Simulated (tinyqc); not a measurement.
Speciation in dilute and buffered hydrofluoric acid, oxide etch rate and bath loading. Changing the HCl added. Computed by tinyqc, a small Python program. Command: `OMP_NUM_THREADS=1 python tinyqc.py 3120076 3120077 out.jsonl hfetch sweep`. One thread of a shared host (Intel(R) Xeon(R) Processor @ 2.30GHz), about 0.01 s of CPU time with the checks.

Concentrations stand for activities, NH4+ and Cl- are spectators, and water ionisation is neglected. H, F and HF2 denote the ions H+, F- and HF2-. The base temperature is 298 K.

Inputs (values chosen for the exercise, of the order of those for thermal oxide at room temperature): HF added = 0.049 mol/L; NH4F added = 0 mol/L; K1 = [H][F]/[HF] = 0.000742 mol/L; K2 = [HF2]/([HF][F]) = 4.29 L/mol; K3 = [H2F2]/[HF]^2 = 0 L/mol; rate constant of neutral HF k_a = 8.9 nm L/(min mol); rate constant of HF2 k_b = 69 nm L/(min mol); activation energy = 0.44 eV; temperature error = 0.35 K; oxide removed per wafer = 17 nm.

Constants: k_B = 8.617333262e-05 eV/K.

Method:
- Fluoride balance: [HF] + [F] + 2 [HF2] + 2 [H2F2] = HF added + NH4F added. Acid balance: [H] + [HF] + [HF2] + 2 [H2F2] = HF added + HCl added. For a trial [H], [HF] = [H][F]/K1, and the fluoride balance is a quadratic in [F].
- The root is refined to 1e-13 in pH = -log10 [H].
- Rate = k_a ([HF] + 2 [H2F2]) + k_b [HF2], an empirical two-term form.
- Time = oxide/rate; a temperature error changes the rate by exp((E_a/k_B)(1/298 - 1/(298 + error))) - 1.

One run for each value:
```
HCl added (mol/L)  etch rate (nm/min)       pH  [HF2] (mol/L)  share of HF2 in the rate (%)
0.001                         0.43818   2.1787     8.6782e-04                        13.666
0.0026                        0.43860   2.1191     7.8217e-04                        12.305
0.0067                        0.43895   1.9801     6.0555e-04                         9.519
0.017                         0.43846   1.7176     3.5897e-04                         5.649
0.045                         0.43736   1.3379     1.5906e-04                         2.509
0.12                          0.43663   0.9195     6.2404e-05                         0.986
0.3                           0.43632   0.5227     2.5286e-05                         0.400
0.77                          0.43619   0.1135     9.8979e-06                         0.157
2                             0.43613  -0.3010     3.8173e-06                         0.060
```

What does the table show, and why?

Over the rows, etch rate (nm/min) goes from 0.438 through a maximum among these rows, 0.439 at 0.00670, to 0.436; pH falls from 2.18 to -0.301; [HF2] (mol/L) falls from 8.68e-4 to 3.82e-6 (exponent d ln y / d ln x -0.11 between the first rows and -1.00 between the last). Added acid turns F and HF2 into neutral HF, the slower species in this rate law.

Caution (rows 0.770, 2.00): at ionic strengths above about 0.5 mol/L activities differ much from concentrations, so pH and rates are only indicative.

Extremes, crossings and ranges named in words are read from the listed rows.
